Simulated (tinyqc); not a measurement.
Implanted layer, carriers, mobility and sheet resistance with incomplete ionisation: two steps of the calculation.

A p-type layer from the surface x = 0 to the junction xj, N(x) = N0 exp(-(x - Rp)^2/(2 sg^2)). Local neutrality (no depletion at surface or junction, no spilling of carriers), intrinsic carriers neglected, Boltzmann statistics.

Parameters, values chosen for the exercise; values close to those of boron in silicon over an n-type background: temperature T = 250 K; background doping of the opposite type Nb = 3e16 cm^-3; peak chemical concentration N0 = 1.1e18 cm^-3; mobility limit at high doping m1 = 43.9 cm^2/(V s); mobility limit at low doping, at 300 K m2 = 485 cm^2/(V s); reference doping of the mobility law Nr = 2.25e17 cm^-3; exponent of the mobility law am = 0.701; temperature exponent of m2 bt = 1.9; solubility limit of active dopant Ns = 2.07e20 cm^-3; valence-band density of states at T NB = 2.03e19 cm^-3; ionisation energy in the dilute limit Ei = 0.0439 eV; degeneracy factor of the level gd = 4; lowering of Ei per N^(1/3) ks = 6.7e-9 eV cm; straggle after annealing sg = 44 nm; projected range Rp = 26 nm.

Constants: q = 1.602176634e-19 C, kB = 1.380649e-23 J/K, Vt = kB T/q. Results are converted to the units shown.

Task 1. Junction depth and local values. xj = Rp + sg sqrt(2 ln(N0/Nb)); 13 equal steps from 0 to xj. Active dopant A = min(N, Ns); p solves p (p + Nb)/(A - Nb - p) = K, K = (NB/gd) exp(-E/Vt), E = max(Ei - ks A^(1/3), 0), so p = 2 K (A - Nb)/[Nb + K + sqrt((Nb + K)^2 + 4 K (A - Nb))]; mobility mu = m1 + (m2 (T/300 K)^(-bt) - m1)/(1 + ((A + Nb)/Nr)^am).

Find: xj; x; N; A; p; mu.

Result 1.

xj = 144.1 nm

```
point  x (nm)  N (cm^-3)  A (cm^-3)  p (1e17 cm^-3)  mu (cm^2/(V s))
0         0.0   9.238e17   9.238e17           5.445            215.0
1        11.1   1.039e18   1.039e18           5.964            205.2
2        22.2   1.096e18   1.096e18           6.215            200.8
3        33.3   1.085e18   1.085e18           6.169            201.6
4        44.3   1.009e18   1.009e18           5.830            207.6
5        55.4   8.796e17   8.796e17           5.239            219.2
6        66.5   7.201e17   7.201e17           4.466            236.9
7        77.6   5.532e17   5.532e17           3.593            261.5
8        88.7   3.989e17   3.989e17           2.709            293.5
9        99.8   2.699e17   2.699e17           1.888            332.6
10      110.8   1.714e17   1.714e17           1.189            377.3
11      121.9   1.022e17   1.022e17           0.642            424.0
12      133.0   5.715e16   5.715e16           0.253            467.8
13      144.1   3.000e16   3.000e16           0.000            503.7
```

At the point of highest doping 58.3 % of the net active dopant gives free carriers. The mobility runs from 201 to 504 cm^2/(V s).

Task 2. Sheet quantities by the trapezoid rule. Dose = integral of N, carrier sheet density = integral of p, 1/Rs = q integral of p mu, mean mobility 1/(q Rs sheet density), Hall mobility (unit Hall factor) = integral of p mu^2 over integral of p mu, Hall sheet density = (integral of p mu)^2/integral of p mu^2; all from 0 to xj.

```
point     x (nm)     N (cm^-3)  p (1e17 cm^-3)  mu (cm^2/(V s))
0        0.00000  9.2378437e17       5.4445919        214.95817
1       11.08423  1.0385770e18       5.9637023        205.15002
2       22.16846  1.0958373e18       6.2152479        200.77223
3       33.25270  1.0851574e18       6.1686805        201.56556
4       44.33693  1.0085066e18       5.8297006        207.57800
5       55.42116  8.7963806e17       5.2391820        219.15867
6       66.50539  7.2005986e17       4.4656349        236.90392
7       77.58962  5.5318768e17       3.5932645        261.51459
8       88.67386  3.9885560e17       2.7085609        293.49428
9       99.75809  2.6989709e17       1.8880658        332.62715
10     110.84232  1.7140363e17       1.1888663        377.29744
11     121.92655  1.0216006e17       0.6424421        424.01095
12     133.01079  5.7145434e16       0.2527188        467.77539
13     144.09502          3e16       0.0000000        503.72825
```

Give: dose; carrier sheet density; Rs; mean mobility; Hall mobility; Hall sheet density.

Result 2.

dose = 8.709e12 cm^-2
carrier sheet density = 5.196e12 cm^-2
Rs = 5158 ohm/square
mean mobility = 232.9 cm^2/(V s)
Hall mobility = 243.6 cm^2/(V s)
Hall sheet density = 4.968e12 cm^-2

Carriers make up 59.7 % of the dose. A Hall measurement weights the mobile tail, so its sheet density is 4.4 % below the true one.

Program tinyqc, `OMP_NUM_THREADS=1 python tinyqc.py 2110001 2110002 out.jsonl`; Intel Xeon 2.30GHz, shared host, one thread, about 0.01 s.
